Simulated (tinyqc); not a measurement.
Reflectance at normal incidence against thickness.

Normal incidence on air, film (n1) and substrate (N2 = n2 - i k2): r01 = (1 - n1)/(1 + n1), r12 = (n1 - N2)/(n1 + N2), amplitude (r01 + r12 X)/(1 + r01 r12 X), X = exp(-4 pi i n1 d/lam), R its squared modulus, phase from 0 to 360 degrees.

Inputs (values chosen for the exercise):
- lam = 405 nm (wavelength)
- n1 = 2.053 (index of the transparent film)
- n2 = 5.42 (index of the substrate)
- k2 = 0.329 (extinction coefficient of the substrate)

Reflectance at normal incidence against thickness:
```
d (nm),R (%),phase of the reflected amplitude (degrees)
0,47.54,178.7
12,43.37,159.1
25,29.98,133.5
38,10.07,94.18
50,1.819,336.4
62,14.65,254.2
75,33.96,219.8
88,45.14,195.7
100,47.43,176.5
```

R goes from 47.5 through a minimum of 1.82 (at d = 50 nm among the rows listed) to 47.4 %. At a quarter wave, d = 49.3 nm, R = 1.68 %; for a transparent substrate it would vanish for n1 = sqrt(n2) = 2.33.

Numbers from tinyqc (`OMP_NUM_THREADS=1 python tinyqc.py 2870133 2870134 out.jsonl`; about 0.01 s on one thread of a shared Intel Xeon 2.30GHz).
